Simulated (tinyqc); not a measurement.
Tunnelling through a gate dielectric, WKB transmission and Tsu-Esaki current: two steps of the calculation.

Electrons leave the emitter at x = 0. Energies E (motion across the layers) are in eV from the emitter Fermi level; the collector Fermi level lies at -V and offers states at every E. No charge in the dielectric and no image force: F1 = V/t1, U = phi1 - F1 x. With C = hbar^2/(2 m0), kappa = sqrt(m (U - E)/C) where U > E and 0 elsewhere; T(E) = exp(-S), S = 2 times the integral of kappa over x.

Values chosen for this exercise; dielectric values close to those of silicon dioxide:
- T = 350 K (temperature)
- Ef = 3.7 eV (Fermi energy of the emitter above its band bottom)
- me = 1 m0 (emitter mass in the supply function)
- phi1 = 3.22 eV (barrier of layer 1 above the emitter Fermi level at zero bias)
- m1 = 0.5 m0 (tunnelling mass of layer 1)
- t1 = 2.5 nm (thickness of layer 1)
- V = 1.5 V (voltage across the dielectric)
- E = 0.04 eV (energy of the electron followed)
- Ea = -1.2 eV (lower end of the energy grid)
- Eb = 0.33 eV (upper end of the energy grid)
- nE = 9 (points of the energy grid)

Constants: q = 1.602176634e-19 C, kB = 1.380649e-23 J/K, hbar = 1.054571817e-34 J s, m0 = 9.1093837015e-31 kg, Vt = kB T/q, hbar^2/(2 m0) = 0.0380998212 eV nm^2. Results are converted to the units shown.

Question 1. WKB exponent in closed form. Each layer adds (2/F) sqrt(m/C) [G(u at its left edge) - G(u at its right edge)] to S, with u = U - E (0 where negative) and G(u) = (2/3) u^1.5. The slope follows from 1/d = -dS/dE.

Find: S; T(E); energy d over which T(E) grows by a factor e.

Answer 1.

S = 28.121
T(E) = 6.1238e-13
energy d over which T(E) grows by a factor e = 0.17001 eV

The midpoint rule gives S = 28.123, so its T(E) is 0.19 % below this value. The band edge stays above E through the whole stack: direct tunnelling through a trapezoid.

Question 2. Current density on a coarse energy grid. J = J0 times the integral of T(E) N(E) dE, N = ln[(1 + exp(-E/Vt))/(1 + exp((-E - V)/Vt))], J0 = q^2 me m0 kB T/(2 pi^2 hbar^3) (times 1e-4 for A/cm^2 per eV), by Simpson's rule on nE equally spaced points from Ea to Eb.

Wanted: E; T(E); N; T(E) N; J0; J.

Answer 2.

```
point   E (eV)        T(E)          N      T(E) N
0      -1.2000  9.0472e-16     39.787  3.5996e-14
1      -1.0088  2.2733e-15     33.446  7.6034e-14
2      -0.8175  5.8647e-15     27.105  1.5896e-13
3      -0.6262  1.5571e-14     20.764  3.2331e-13
4      -0.4350  4.2670e-14     14.423  6.1541e-13
5      -0.2437  1.2109e-13     8.0820  9.7866e-13
6      -0.0525  3.5731e-13     1.9023  6.7970e-13
7       0.1388  1.1016e-12  0.0099980  1.1014e-14
8       0.3300  3.5704e-12  1.7709e-5  6.3230e-17
```

J0 = 4.8809e8 A/(cm^2 eV)
J = 2.6449e-4 A/cm^2

The integrand peaks at E = -0.244 eV among these points.

Numbers from tinyqc (`OMP_NUM_THREADS=1 python tinyqc.py 2540026 2540027 out.jsonl`; about 0.02 s on one thread of a shared Intel Xeon 2.30GHz).
